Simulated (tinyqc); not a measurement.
What each parameter of the potential does: deformation potentials from a strained empirical pseudopotential.

Diamond lattice, no spin-orbit coupling. Atomic form factor V(q) = a1 (q^2 - a2)/(a3 exp(a4 q^2) - 1) in rydberg with q in 1/bohr, for the unstrained cell. Under a strain e the reciprocal vectors and k go over into (1 + e)^(-1) G, the atoms sit at +/- tau with tau = (1 + e) a (1,1,1)/8 - zeta a (eyz, ezx, exy)/4, and H(G,G') = c |k + G|^2 delta + (V(q)/det(1 + e)) cos(q.tau), q = G - G', with the term q = 0 left out; c = hbar^2/2m0. The basis is fixed before straining: all G with |k + G|^2 up to 16 (2 pi/a)^2. k is given in units of 2 pi/a of the unstrained cell.

Constants: hbar^2/2m0 = 3.80998211 eV angstrom^2; Ry = 13.60569312 eV; a0 (Bohr radius) = 0.5291772105 angstrom.

Values chosen for the exercise (near those of Si; shifted at random, so the results belong to these values and not to a real crystal):
```
symbol  value  unit      meaning
a       5.441  angstrom  lattice constant
a1      0.542
a2      2.179
a3      2.064
a4      0.492
kD      0.82   2 pi/a    position of the Delta minimum
```

Gaps from the valence top to level 8 at Gamma and level 5 at (kD,0,0) and L, and their deformation potentials [E(+h) - E(-h)]/(3 ln((1 + h)/(1 - h))) for e = +/- h 1, h = 0.002. The row for the lattice constant keeps V(q) without the volume factor, so it is not a strain.

Results for these values:
```
case  Gamma (eV)  Delta (eV)  L (eV)  potential Gamma (eV)  potential Delta (eV)  potential L (eV)
base       4.088       1.101   1.996                 -8.73                  2.67             -1.88
```

What happens to each result for a1 = 0.547, all else kept?

Answer: Gamma rises from 4.088 to 4.130; Delta rises from 1.101 to 1.167; L rises from 1.996 to 2.045; potential Gamma falls from -8.73 to -8.81; potential Delta does not change at the printed digits; potential L falls from -1.88 to -1.90.

The same for each parameter in turn:
```
case                Gamma (eV)  Delta (eV)  L (eV)  potential Gamma (eV)  potential Delta (eV)  potential L (eV)
base                     4.088       1.101   1.996                 -8.73                  2.67             -1.88
a = 5.387 angstrom       4.208       0.804   1.895                 -8.43                  2.97             -1.71
a1 = 0.547               4.130       1.167   2.045                 -8.81                  2.67             -1.90
a2 = 2.157               4.202       1.025   2.000                 -8.66                  2.73             -1.85
a3 = 2.085               4.040       1.007   1.932                 -8.64                  2.67             -1.88
a4 = 0.487               4.182       1.187   2.072                 -8.90                  2.60             -1.96
```

tinyqc: `OMP_NUM_THREADS=1 python tinyqc.py 1850639 1850640 out.jsonl`; about 0.2 s, one thread, shared Intel(R) Xeon(R) Processor @ 2.30GHz.
